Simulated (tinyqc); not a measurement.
MOSFET with velocity saturation and source resistance: one step of the calculation.

Strong inversion, charge Q = Cox (Vg - m V) at channel potential V with Vg the gate overdrive, and drift velocity v = mu E/(1 + mu E/vsat). Integrating along the channel gives I = mu Cox (1/L)(Vg Vd - m Vd^2/2)/(1 + Vd/Vc) per width, Vc = vsat L/mu, which peaks at Vdsat. Units: I in uA/um, Rs in ohm um, so the drop over Rs is 1e-6 I Rs volts.

Task. Saturation current with source resistance. Vg = Vgs - I Rs - VT (0 if negative), mu = mu0/(1 + th Vg), Vc = vsat L/mu, x = sqrt(1 + 2 Vg/(m Vc)), Vdsat = 2 Vg/(m (1 + x)), Isat = Cox vsat Vg (x - 1)/(x + 1) per width. I(new) = Isat.

Inputs (values chosen for the exercise): gate capacitance Cox = 2.08 uF/cm^2; mobility at low gate voltage mu0 = 220 cm^2/(V s); mobility degradation th = 0.6 1/V; saturation velocity vsat = 6.8e6 cm/s; body factor m = 1.14; threshold VT = 0.38 V; channel length L = 0.13 um; source resistance Rs = 100 ohm um; gate voltage Vgs = 1 V.

I after iteration 1 = 233.13320 uA/um

Wanted: Vg; mu; Vc; Vdsat; Isat; I after iteration 2.

Result.

Vg = 0.5967 V
mu = 162.0 cm^2/(V s)
Vc = 0.5457 V
Vdsat = 0.3865 V
Isat = 220.7 uA/um
I after iteration 2 = 220.7 uA/um

Numbers from tinyqc (`OMP_NUM_THREADS=1 python tinyqc.py 2500145 2500146 out.jsonl`; about 0.04 s on one thread of a shared Intel Xeon 2.30GHz).
